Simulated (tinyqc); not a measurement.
# Raman shift of the zone-centre optical phonon of a diamond-structure crystal under stress, step by step

A worked calculation. Computed by tinyqc, a small Python program that keeps every step. Command: `OMP_NUM_THREADS=1 python tinyqc.py 3019416 3019417 out.jsonl ramanstress walk`. One thread of a shared host (Intel(R) Xeon(R) Processor @ 2.30GHz), about 0.01 s of CPU time with the checks. Intermediate numbers are printed to about 7 digits and carried at full precision; extremes and crossings named in words are read from the listed rows.

Axes x, y, z are the cube axes. Strain shifts the threefold optical mode and can split it; p, q and r are the phonon deformation potentials.

Inputs (values chosen for the exercise, modelled on diamond): unstrained frequency omega_0 = 1331 1/cm; p/omega_0^2 = -2.84; q/omega_0^2 = -1.72; r/omega_0^2 = -1.94; C11 = 1084 GPa; C12 = 123.4 GPa; C44 = 569.1 GPa; stress sigma (tension positive) = -0.28 GPa; polarisation angle phi = 20 degree; temperature coefficient d omega/dT = -0.011 1/(cm K); local temperature T = 360 K; laser wavelength = 514.5 nm.

Stress state: uniaxial. Axis: [111].

Constants: h = 6.62607015e-34 J s; c = 299792458 m/s; k_B = 1.380649e-23 J/K.

## Compliances

S11 = (C11 + C12)/D, S12 = -C12/D, D = (C11 - C12)(C11 + 2 C12), S44 = 1/C44.

S11 = 0.9444866 1/TPa

S12 = -0.09652944 1/TPa

S44 = 1.757160 1/TPa

## Stress and strain tensors

Uniaxial stress along the unit vector n of the axis: sigma_ij = sigma n_i n_j. eps_xx = S11 sigma_xx + S12 (sigma_yy + sigma_zz), and cyclic; eps_xy = S44 sigma_xy/2 (tensor strain).

stress (GPa), rows x, y, z:
```
[[-0.09333333, -0.09333333, -0.09333333],
 [-0.09333333, -0.09333333, -0.09333333],
 [-0.09333333, -0.09333333, -0.09333333]]
```

strain (per mille), rows x, y, z:
```
[[-0.07013325, -0.08200082, -0.08200082],
 [-0.08200082, -0.07013325, -0.08200082],
 [-0.08200082, -0.08200082, -0.07013325]]
```

volume strain = -0.2103998 per mille

## Secular matrix and shifts

Secular matrix: M_xx = p eps_xx + q (eps_yy + eps_zz), M_xy = 2 r eps_xy; its eigenvalues are omega^2 - omega_0^2, and the shifts are these over 2 omega_0.

M/(2 omega_0) (1/cm), rows x, y, z:
```
[[0.2931107, 0.2117376, 0.2117376],
 [0.2117376, 0.2931107, 0.2117376],
 [0.2117376, 0.2117376, 0.2931107]]
```

shifts, in rising order (1/cm): [0.0813731, 0.0813731, 0.7165859]

The triplet splits into a singlet and a doublet. Compression hardens every mode.

## Mean shift and Grueneisen parameter

gamma = -(p + 2q)/(6 omega_0^2); the mean of the three shifts is -gamma omega_0 x (volume strain).

mode Grueneisen parameter gamma = 1.046667

mean shift = 0.2931107 1/cm

## The line seen from a (001) surface

Backscattering from a (001) surface: incident polarisation (cos phi, sin phi, 0). With Raman tensors (R_z)_xy = (R_z)_yx = 1 and cyclic, only the z component u_z of a mode counts: I = u_z^2 sin^2(2 phi) for parallel and u_z^2 cos^2(2 phi) for crossed polarisers. An unresolved line sits at the intensity-weighted shift, which is M_zz/(2 omega_0).

total intensity, parallel = 0.4131759

total intensity, crossed = 0.5868241

shift of the observed line = 0.2931107 1/cm

shift per stress = -1.046824 1/(cm GPa)

stress per shift = -955.2704 MPa cm

Shear mixes z with x and y, so the line is a blend of modes with different shifts. Caution: this stress has components normal to the (001) face, so it cannot reach a free (001) surface; it can act on buried material.

## The same stress in different states

Uniaxial: sigma n n^T; biaxial: sigma (1 - n n^T); hydrostatic: sigma 1. The line seen from (001) is taken as unresolved, at the intensity-weighted shift M_zz/(2 omega_0).

Shifts (1/cm):
```
state                     lowest     middle    highest  line seen from (001)
uniaxial [100]         0.2206904  0.2206904  0.4379513             0.2206904
uniaxial [110]         0.0117145  0.2206904  0.6469273             0.2206904
uniaxial [001]         0.2206904  0.2206904  0.4379513             0.4379513
uniaxial [111]         0.0813731  0.0813731  0.7165859             0.2931107
biaxial, normal [001]  0.4413808  0.6586417  0.6586417             0.4413808
biaxial, normal [111]  0.1627462  0.7979590  0.7979590             0.5862214
hydrostatic            0.8793321  0.8793321  0.8793321             0.8793321
```

Seen from (001), uniaxial stress along [100] and along [110] give the same shift (0.221), and equal biaxial stress in the plane gives twice as much (0.441), since only sigma_xx + sigma_yy and sigma_zz enter M_zz. Stress along [001] gives 0.438. One measured shift therefore fixes the stress only once its state is assumed: read as uniaxial in the plane, a shift implies twice the stress that it does read as biaxial.

## Heating mistaken for stress

A temperature above 300 K shifts the line by (d omega/dT)(T - 300 K); divided by the shift per stress it poses as a stress; the total shift adds it to the shift of the observed line. The anti-Stokes to Stokes ratio is [(omega_L + omega_0)/(omega_L - omega_0)]^3 exp(-h c omega_0/(k_B T)) in photon counts, omega_L = 1/wavelength, resonance effects left out.

thermal shift = -0.66 1/cm

apparent stress from heating = 0.6304785 GPa

total shift = -0.3668893 1/cm

anti-Stokes/Stokes ratio = 0.007387587

Heating poses as tension, 225 % of the true stress in size; the intensity ratio gives T apart from the shift.

Checks made by the program: mean of the eigenvalues against the trace rule (relative difference below 1e-10); weighted mean of the modes against M_zz (relative difference below 1e-10).
